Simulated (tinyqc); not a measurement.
Inside a calculation. Method: UHF in the sto-6g basis, for H4, spin multiplicity 1. One step of it, computed by the program tinyqc.

Problem. Iteration 1: building the Fock matrix. J_ij = sum D_kl (ij|kl) with D = D(alpha) + D(beta), K_ij = sum D_kl (ik|jl) for each spin; F = H + J - K(s); E = tr D H + tr D J / 2 - 0.5 sum_s tr D(s) K(s) + E_nn.

D(alpha) at the start:
```
           1H 1s     2H 1s      3H 1s     4H 1s
1H 1s   0.335266  0.285355  -0.172932  0.012440
2H 1s   0.285355  0.300259   0.020921  0.088584
3H 1s  -0.172932  0.020921   0.581678  0.222076
4H 1s   0.012440  0.088584   0.222076  0.106474
```

D(beta) at the start:
```
          1H 1s      2H 1s     3H 1s      4H 1s
1H 1s  0.106474   0.222076  0.088584   0.012440
2H 1s  0.222076   0.581678  0.020921  -0.172932
3H 1s  0.088584   0.020921  0.300259   0.285355
4H 1s  0.012440  -0.172932  0.285355   0.335266
```

core Hamiltonian H = T + V (hartree):
```
           1H 1s      2H 1s      3H 1s      4H 1s
1H 1s  -1.468928  -1.230368  -0.057330  -0.015522
2H 1s  -1.230368  -1.572656  -0.186389  -0.057330
3H 1s  -0.057330  -0.186389  -1.572656  -1.230368
4H 1s  -0.015522  -0.057330  -1.230368  -1.468928
```

Two-electron integrals (ij|kl) in chemists' order, unique and non-zero (hartree):
```
(11|11) 0.774999   (21|11) 0.450700   (21|21) 0.304631   (22|11) 0.574143
(22|21) 0.450700   (22|22) 0.774999   (31|11) 0.011316   (31|21) 0.008532
(31|22) 0.014415   (31|31) 0.000386   (32|11) 0.031945   (32|21) 0.025758
(32|22) 0.046810   (32|31) 0.001395   (32|32) 0.005307   (33|11) 0.187488
(33|21) 0.144117   (33|22) 0.252200   (33|31) 0.011316   (33|32) 0.046810
(33|33) 0.774999   (41|11) 0.002538   (41|21) 0.001923   (41|22) 0.003264
(41|31) 0.000094   (41|32) 0.000347   (41|33) 0.003264   (41|41) 0.000024
(42|11) 0.007931   (42|21) 0.006307   (42|22) 0.011316   (42|31) 0.000362
(42|32) 0.001395   (42|33) 0.014415   (42|41) 0.000094   (42|42) 0.000386
(43|11) 0.111041   (43|21) 0.083946   (43|22) 0.144117   (43|31) 0.006307
(43|32) 0.025758   (43|33) 0.450700   (43|41) 0.001923   (43|42) 0.008532
(43|43) 0.304631   (44|11) 0.149021   (44|21) 0.111041   (44|22) 0.187488
(44|31) 0.007931   (44|32) 0.031945   (44|33) 0.574143   (44|41) 0.002538
(44|42) 0.011316   (44|43) 0.450700   (44|44) 0.774999
```

nuclear repulsion = 2.22868028 hartree

Give: Coulomb J; exchange K(alpha); exchange K(beta); F(alpha); F(beta); total energy of this density.

Solution.

Coulomb J (hartree):
```
       1H 1s  2H 1s  3H 1s  4H 1s
1H 1s  1.650  1.167  0.046  0.012
2H 1s  1.167  1.846  0.163  0.046
3H 1s  0.046  0.163  1.846  1.167
4H 1s  0.012  0.046  1.167  1.650
```

exchange K(alpha) (hartree):
```
       1H 1s  2H 1s  3H 1s  4H 1s
1H 1s  0.606  0.533  0.011  0.006
2H 1s  0.533  0.591  0.060  0.038
3H 1s  0.011  0.060  0.689  0.509
4H 1s  0.006  0.038  0.509  0.462
```

exchange K(beta) (hartree):
```
       1H 1s  2H 1s  3H 1s  4H 1s
1H 1s  0.462  0.509  0.038  0.006
2H 1s  0.509  0.689  0.060  0.011
3H 1s  0.038  0.060  0.591  0.533
4H 1s  0.006  0.011  0.533  0.606
```

F(alpha) (hartree):
```
        1H 1s   2H 1s   3H 1s   4H 1s
1H 1s  -0.425  -0.597  -0.022  -0.010
2H 1s  -0.597  -0.318  -0.083  -0.050
3H 1s  -0.022  -0.083  -0.416  -0.572
4H 1s  -0.010  -0.050  -0.572  -0.281
```

F(beta) (hartree):
```
        1H 1s   2H 1s   3H 1s   4H 1s
1H 1s  -0.281  -0.572  -0.050  -0.010
2H 1s  -0.572  -0.416  -0.083  -0.022
3H 1s  -0.050  -0.083  -0.318  -0.597
4H 1s  -0.010  -0.022  -0.597  -0.425
```

total energy of this density = -2.16336 hartree
